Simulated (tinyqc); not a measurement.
Configuration-coordinate model of a defect: Huang-Rhys factor and luminescence line shape: one step, computed by the program tinyqc. Command: `OMP_NUM_THREADS=1 python tinyqc.py 3027697 3027698 out.jsonl ccline walk`. One thread of a shared host (Intel(R) Xeon(R) Processor @ 2.30GHz), about 0.01 s of CPU time with the checks.

Ground state E_g(Q) = (1/2) omega_g^2 Q^2; excited state E_e(Q) = E_0 + (1/2) omega_e^2 (Q - dQ)^2 with omega_e = omega_g and E_0 = E_ZPL. Q is mass-weighted; the dipole does not depend on Q (Condon approximation).

Question. Crossing, radiative lifetime and thermal quenching. The curves cross at the root Q_c nearest dQ; the barrier is (1/2) omega_e^2 (Q_c - dQ)^2, with (1/2) omega^2 = (hbar omega)^2/(2 hbar^2/u). k_r = n_r omega^3 mu^2/(3 pi eps_0 hbar c^3) at the vertical emission energy, without local-field correction; k_nr = nu_0 exp(-barrier/k_B T) (Mott-Seitz); yield = k_r/(k_r + k_nr); T_1/2 = barrier/(k_B ln(nu_0/k_r)).

Inputs (values chosen for the exercise, for a model defect): zero-phonon energy E_ZPL = 0.762 eV; displacement dQ = 0.495 u^(1/2) angstrom; ground-state phonon hbar omega_g = 55.7 meV; temperature T = 400 K; refractive index n_r = 3.38; transition dipole mu = 0.62 e angstrom; quenching prefactor nu_0 = 6e+12 1/s.

Modes: equal frequencies in both states.

vertical emission energy = 0.6710719 eV

Constants: hbar^2/u = 4.18015928e-03 eV angstrom^2; hbar = 6.582119569e-16 eV s; e = 1.602176634e-19 C; eps_0 = 8.8541878128e-12 F/m; hbar = 1.054571817e-34 J s; c = 299792458 m/s; k_B = 8.617333262e-05 eV/K.

Give: Q_c; classical barrier; radiative lifetime; luminescence yield; quenching temperature T_1/2.

Answer.

Q_c = 2.3216 u^(1/2) angstrom

classical barrier = 1.2382 eV

radiative lifetime = 670.85 ns

luminescence yield = 1.00000

quenching temperature T_1/2 = 944.79 K

At 400 K the centre is bright; tunnelling, left out here, starts the quenching earlier. Caution: the band is wide against its energy, so the E^3 factor left out of the moments shifts the observed peak up. Caution: the curves cross far outside the range of the harmonic model, so the barrier and T_1/2 have no quantitative meaning.
